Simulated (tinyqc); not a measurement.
Kinetic Monte Carlo and master equation for a particle on a ring of sites with traps and bias: one step, computed by the program tinyqc.

8 sites on a ring, numbered 1 to 8. The saddle between i and i+1 lies at E0 + s b_i and site i at s eps_i; a force F tilts the landscape, with the saddle half-way.

Task: Rate table. Rates: k(i to i+1) = nu exp(-(E0 + s b_i - s eps_i - F a/2)/(k_B T)), k(i to i-1) = nu exp(-(E0 + s b_(i-1) - s eps_i + F a/2)/(k_B T)). Share right = k right/(k right + k left); mean stay = 1/(k right + k left).

Inputs (values chosen for the exercise, for a model defect):
```
quantity                        value         unit
reference barrier E0             0.42           eV
scale factor s of the disorder      1            -
attempt frequency nu              2.5          THz
temperature T                     260            K
site spacing a                    3.9     angstrom
force F along the ring          0.015  eV/angstrom
```

Disorder: site traps.

site energies eps_i (eV): -0.049  0  0  0  -0.051  0  -0.054  0

saddle shifts b_i between sites i and i+1 (eV): 0  0  0  0  0  0  0  0

Constants: k_B = 8.617333262e-05 eV/K.

Give: Rates, shares of right hops and mean stays.

Result:

Rates, shares of right hops and mean stays:
```
site  k right (1/s)  k left (1/s)  share right  mean stay (s)
1              7480         549.5      0.93157     1.2453e-04
2             66640        4895.4      0.93157     1.3979e-05
3             66640        4895.4      0.93157     1.3979e-05
4             66640        4895.4      0.93157     1.3979e-05
5              6842         502.6      0.93157     1.3616e-04
6             66640        4895.4      0.93157     1.3979e-05
7              5984         439.6      0.93157     1.5567e-04
8             66640        4895.4      0.93157     1.3979e-05
```

The particle stays longest on site 7, 11.1 times as long as on the quickest site.
